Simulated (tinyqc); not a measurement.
# Tunnelling through a gate dielectric, WKB transmission and Tsu-Esaki current: several studies

Electrons leave the emitter at x = 0. Energies E (motion across the layers) are in eV from the emitter Fermi level; the collector Fermi level lies at -V and offers states at every E. No charge in the dielectric and no image force: F1 = V/t1, U = phi1 - F1 x. With C = hbar^2/(2 m0), kappa = sqrt(m (U - E)/C) where U > E and 0 elsewhere; T(E) = exp(-S), S = 2 times the integral of kappa over x.

Values chosen for this exercise; dielectric values close to those of silicon dioxide: temperature T = 350 K; Fermi energy of the emitter above its band bottom Ef = 0.09 eV; emitter mass in the supply function me = 0.46 m0; barrier of layer 1 above the emitter Fermi level at zero bias phi1 = 3.13 eV; tunnelling mass of layer 1 m1 = 0.48 m0; thickness of layer 1 t1 = 5.6 nm; voltage across the dielectric V = 4.3 V.

Constants: q = 1.602176634e-19 C, kB = 1.380649e-23 J/K, hbar = 1.054571817e-34 J s, m0 = 9.1093837015e-31 kg, Vt = kB T/q, hbar^2/(2 m0) = 0.0380998212 eV nm^2. Results are converted to the units shown.

Each table varies one quantity; the others keep the values above.

## Effect of the thickness t1 at fixed voltage

Each layer adds (2/F) sqrt(m/C) [G(u at its left edge) - G(u at its right edge)] to S, with u = U - E (0 where negative) and G(u) = (2/3) u^1.5. J = J0 times the integral of T(E) N(E) dE, N = ln[(1 + exp(-E/Vt))/(1 + exp((-E - V)/Vt))], J0 = q^2 me m0 kB T/(2 pi^2 hbar^3) (times 1e-4 for A/cm^2 per eV), from E = -Ef to far above the barrier (T = 1 there), by quadrature converged to the digits shown.

Effect of the thickness t1 at fixed voltage:

| t1 (nm) | S at E = 0 | T(E = 0) | J (A/cm^2) | mean E of the current (eV) |
|---|---|---|---|---|
| 3.4 | 20.72 | 1.002e-9 | 0.02927 | -0.02212 |
| 4.16 | 25.35 | 9.752e-12 | 2.732e-4 | -0.01524 |
| 4.91 | 29.92 | 1.009e-13 | 2.756e-6 | -0.007238 |
| 5.67 | 34.56 | 9.825e-16 | 2.666e-8 | 0.002483 |
| 6.43 | 39.19 | 9.566e-18 | 2.641e-10 | 0.01439 |
| 7.19 | 43.82 | 9.313e-20 | 2.694e-12 | 0.02935 |
| 7.94 | 48.39 | 9.638e-22 | 3.027e-14 | 0.04850 |
| 8.7 | 53.02 | 9.383e-24 | 3.364e-16 | 0.07479 |

J falls from 0.0293 to 3.36e-16 A/cm^2: 2.67 decades a nanometre between the first two rows and 2.57 between the last two. The exponent S alone gives dS/dt/ln 10 = 2.65 and 2.65. In 2 of the 8 rows the field exceeds 10 MV/cm (up to 12.6), more than most dielectrics sustain; the model ignores breakdown.

## Effect of the barrier height

Same model as above.

Results:

| phi1 (eV) | S at E = 0 | T(E = 0) | J (A/cm^2) | mean E of the current (eV) |
|---|---|---|---|---|
| 1.6 | 12.47 | 3.826e-6 | 107.6 | -0.01687 |
| 1.89 | 16.01 | 1.109e-7 | 3.075 | -0.01345 |
| 2.17 | 19.70 | 2.777e-9 | 0.07619 | -0.01015 |
| 2.74 | 27.95 | 7.240e-13 | 1.965e-5 | -0.003313 |
| 3.03 | 32.51 | 7.625e-15 | 2.068e-7 | 2.567e-4 |
| 3.31 | 37.12 | 7.600e-17 | 2.064e-9 | 0.003787 |
| 3.6 | 42.10 | 5.208e-19 | 1.421e-11 | 0.007545 |

Estimate the missing row, phi1 = 2.46 eV.

Computed row:

| phi1 (eV) | S at E = 0 | T(E = 0) | J (A/cm^2) | mean E of the current (eV) |
|---|---|---|---|---|
| 2.46 | 23.78 | 4.702e-11 | 0.001281 | -0.006694 |

With this row back in the table: J falls from 108 to 1.42e-11 A/cm^2, on average 6.44 decades for each eV, while S rises from 12.5 to 42.1, as phi1^(1.50) over the table (a flat barrier gives 0.5, a triangular one 1.5). V exceeds phi1 in every row, so all are in the Fowler-Nordheim regime.

## A Fowler-Nordheim plot

The thickness is set to t1 = 7 nm and V = F t1. The closed formula is J = A F^2 exp(-B/F), A = q^2 me/(16 pi^2 hbar m1 phi1) (A/V^2 with phi1 in volts), B = (4/3) sqrt(m1/C) phi1^1.5 (V/nm), C = hbar^2/(2 m0); it assumes zero temperature, a deep Fermi sea and S linear in E.

A Fowler-Nordheim plot:

| F (V/nm) | J (A/cm^2) | J by the formula (A/cm^2) | ln(J/F^2), F in V/cm |
|---|---|---|---|
| 0.6 | 3.099e-12 | 1.824e-12 | -57.71 |
| 0.71 | 2.545e-9 | 2.219e-9 | -51.34 |
| 0.83 | 5.268e-7 | 6.301e-7 | -46.32 |
| 0.94 | 2.150e-5 | 3.252e-5 | -42.86 |
| 1.06 | 5.155e-4 | 9.711e-4 | -39.92 |
| 1.17 | 0.005378 | 0.01209 | -37.78 |
| 1.29 | 0.04414 | 0.1181 | -35.87 |
| 1.4 | 0.2218 | 0.6863 | -34.41 |

The slope of ln(J/F^2) against 1/F between the end rows is -24.46 V/nm, against B = 26.21 V/nm; read as B it gives phi1 = 2.99 eV. The integrated current is 70 % above the formula in the first row and 0.32 times it in the last. The shortfall in the last row comes from the shallow Fermi sea, which cuts off supply that the formula counts. The excess in the first row is thermal: at 20 K it is gone. In 4 of the 8 rows the field exceeds 10 MV/cm (up to 14.0), more than most dielectrics sustain; the model ignores breakdown.

Numbers from tinyqc (`OMP_NUM_THREADS=1 python tinyqc.py 2540037 2540038 out.jsonl`; about 0.03 s on one thread of a shared Intel Xeon 2.30GHz).
